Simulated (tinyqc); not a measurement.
Classical nucleation, growth and JMAK kinetics of crystallisation from a melt or glass: one step, computed by the program tinyqc. Command: `OMP_NUM_THREADS=1 python tinyqc.py 3008771 3008772 out.jsonl nucl walk`. One thread of a shared host (Intel(R) Xeon(R) Processor @ 2.30GHz), about 0.01 s of CPU time with the checks.

A spherical nucleus cap on a flat wall with a sharp interface of isotropic energy gamma; lambda = Omega^(1/3) is the jump distance.

Problem. Steady nucleation rate. Driving force per volume: dG = H (T_m - T)/T_m. Shape factor f = (2 + cos theta)(1 - cos theta)^2/4. W(r) = f [4 pi r^2 gamma - (4/3) pi r^3 dG]; r* = 2 gamma/dG; W* = f 16 pi gamma^3/(3 dG^2); n* = f (4/3) pi r*^3/Omega. D = D0 exp(-Q/(k_B T)); attachment rate k+ = (A*/lambda^2) D/lambda^2 with A* = 2 pi r*^2 (1 - cos theta); Zeldovich factor Z = sqrt(W*/(3 pi k_B T))/n*; sites per volume N = S_v/lambda^2; I = N Z k+ exp(-W*/(k_B T)); lag time = 1/(4 pi Z^2 k+).

Inputs (values chosen for the exercise, for a model substance):
```
quantity,value,unit
melting point T_m,1420,K
heat of melting per volume H,700,J/cm^3
interface energy gamma,0.0978,J/m^2
atomic volume Omega,30,angstrom^3
temperature T,1066,K
diffusion prefactor D0,3e-07,m^2/s
activation energy Q,2.67,eV
contact angle theta,85,degrees
wall area per volume S_v,450000,1/m
```

Nucleation: on a flat wall. Driving force: Turnbull (linear).

Constants: k_B = 8.617333262e-05 eV/K; k_B = 1.380649e-23 J/K.

Give: diffusivity D; attachment rate k+; Zeldovich factor Z; sites N; nucleation rate I; lag time.

Solution.

diffusivity D = 7.146e-20 m^2/s

attachment rate k+ = 55.24 1/s

Zeldovich factor Z = 0.01486

sites N = 4.661e+24 1/m^3

nucleation rate I = 9.532e+17 1/(m^3 s)

lag time = 6.527 s
